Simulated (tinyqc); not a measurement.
Ways to converge the cycle: SCF convergence aids in the 6-31g basis, for H3+, spin multiplicity 1. Computed by the program tinyqc with PySCF. RHF with one setting changed at a time; a run stops when the energy changes by less than 1e-09 hartree and the error matrix is below 1e-5. The start is the Wolfsberg-Helmholz matrix. Damping d keeps d of the old density; a shift (hartree) raises the virtual levels; DIIS n extrapolates F over n matrices.

Geometry (angstrom):
```
atom,x,y,z
H,0.0000,0.0000,0.0000
H,0.0000,0.0000,1.0150
H,0.0000,0.8790,0.5070
```

lowest restricted solution found by these runs and by PySCF = -1.254270 hartree

Largest element of the error matrix X^T (FDS - SDF) X:
```
iteration,plain,damping 0.3,damping 0.6,shift 0.4,DIIS 3,DIIS 8
1,1.5e-01,1.5e-01,1.5e-01,1.5e-01,1.5e-01,1.5e-01
2,2.4e-02,6.3e-02,1.0e-01,5.1e-02,2.4e-02,2.4e-02
3,4.0e-03,2.6e-02,6.8e-02,1.7e-02,2.4e-04,2.4e-04
4,6.7e-04,1.1e-02,4.5e-02,5.8e-03,1.9e-05,1.9e-05
5,1.1e-04,4.5e-03,3.0e-02,2.0e-03,1.2e-07,4.0e-07
6,1.9e-05,1.8e-03,2.0e-02,6.6e-04,9.5e-11,1.9e-07
8,5.2e-07,3.2e-04,8.7e-03,7.6e-05,-,-
10,-,5.5e-05,3.9e-03,8.8e-06,-,-
14,-,1.7e-06,7.6e-04,-,-,-
20,-,-,6.6e-05,-,-,-
30,-,-,1.1e-06,-,-,-
```

How each run ends:
```
run,iterations,E (hartree),state
plain,8,-1.254270,lowest found
damping 0.3,18,-1.254270,lowest found
damping 0.6,37,-1.254270,lowest found
shift 0.4,11,-1.254270,lowest found
DIIS 3,6,-1.254270,lowest found
DIIS 8,6,-1.254270,lowest found
```

What does the comparison show, and why?

6 of 6 runs reach the lowest restricted solution found, in 6 to 37 iterations (fastest: DIIS 3, DIIS 8). Plain steps already contract here, so damping only slows them. DIIS 3 and DIIS 8 gain by cancelling the error over several earlier matrices, much as a quasi-Newton step does.
